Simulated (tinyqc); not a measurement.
# Stability and critical current from long pulses

Inverse problem. For long pulses a magnetic tunnel junction switches at I = Ic0 [1 - ln(tp/t0)/Delta]. Find Ic0 and Delta.

Values chosen for this exercise:
- t0 = 1 ns (attempt time)

switching current for pulses of 0.0001 and 1 s (uA): [12.806496, 8.5132999]

Answer. I is linear in ln tp: it equals Ic0 at tp = t0, and the slope is -Ic0/Delta.

Ic0 = 18.17 uA
Delta = 38.99

Computed by the program tinyqc: `OMP_NUM_THREADS=1 python tinyqc.py 2450101 2450102 out.jsonl`, one thread of a shared Intel Xeon 2.30GHz, about 0.01 s for the whole run.
